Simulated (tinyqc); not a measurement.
Phase shift across the band: Koster-Slater impurity in a tight-binding band, by Green functions and by supercells. Computed by tinyqc, a small Python program. Command: `OMP_NUM_THREADS=1 python tinyqc.py 3023235 3023236 out.jsonl kosterslater walk`. One thread of a shared host (Intel(R) Xeon(R) Processor @ 2.30GHz), about 0.06 s of CPU time with the checks.

One orbital per site, e(k) = -2 t sum cos(k_i) over 3 direction(s), band from -6 t to 6 t, lattice constant 1. One site has the extra energy U. Spin is left out.

Inputs (values chosen for the exercise, for a model band): hopping t = 0.41 eV; impurity potential U = 3.32 eV; broadening eta = 0.061 eV.

Lattice: simple cubic.

Method:
- Outside the band G0(E) = (1/pi) int_0^pi dk (2/(pi z)) K(16 t^2/z^2), z = E + 2 t cos k, K the complete elliptic integral with parameter m; 200 Gauss-Legendre points.
- A bound state solves 1/U = G0(E).
- Bisection in ln(distance from the edge) between 1e-5 t and |U| + t. Weight on the impurity site: -1/(U^2 dG0/dE), by a central difference with step min(1e-4 t, distance/30). Decay length along an axis: 1/arccosh(1 + distance/(2 t)).
- Inside the band G0(z), z = E + i eta, comes from the chain form 1/(sqrt(y - 2t) sqrt(y + 2t)) (principal roots) at y = z + 2 t cos k + 2 t cos k', averaged over k and k' in (0, pi) with 200 Gauss-Legendre points each.
- delta/pi = -arg(1 - U G0)/pi counts the states added below E (Friedel); host DOS = -Im G0/pi, DOS on the impurity = -Im[G0/(1 - U G0)]/pi; 13 evenly spaced energies from -(band edge + |U| + 2t) to +(band edge + |U| + 2t).

distance from the band edge = 1.17941 eV

level E_b = 3.63941 eV

Across the spectrum:

| E (eV) | Re G0 (1/eV) | host DOS (1/eV) | DOS on the impurity (1/eV) | delta/pi |
|---|---|---|---|---|
| -6.6 | -0.15523 | 0.00048 | 0.00021 | -0.00105 |
| -5.5 | -0.18842 | 0.00072 | 0.00027 | -0.00146 |
| -4.4 | -0.24094 | 0.00121 | 0.00037 | -0.00222 |
| -3.3 | -0.34075 | 0.00263 | 0.00058 | -0.00410 |
| -2.2 | -0.61300 | 0.05522 | 0.00579 | -0.05969 |
| -1.1 | -0.70002 | 0.20907 | 0.01323 | -0.18481 |
| 0.0 | 0.00000 | 0.33736 | 0.02521 | -0.41186 |
| 1.1 | 0.70002 | 0.20907 | 0.03212 | -0.67370 |
| 2.2 | 0.61300 | 0.05522 | 0.03935 | -0.83838 |
| 3.3 | 0.34075 | 0.00263 | 0.14641 | -0.93433 |
| 4.4 | 0.24094 | 0.00121 | 0.02999 | -0.01997 |
| 5.5 | 0.18842 | 0.00072 | 0.00511 | -0.00635 |
| 6.6 | 0.15523 | 0.00048 | 0.00204 | -0.00329 |

What does the comparison show, and why?

delta/pi starts and ends near zero (-0.001 and -0.003): the impurity moves states but creates none. delta/pi is negative in the band, down to -0.93 among these rows (-1 just below the level for small eta), and the lost state returns at the level above the band (3.639 eV).

Extremes, crossings and ranges named in words are read from the listed rows.
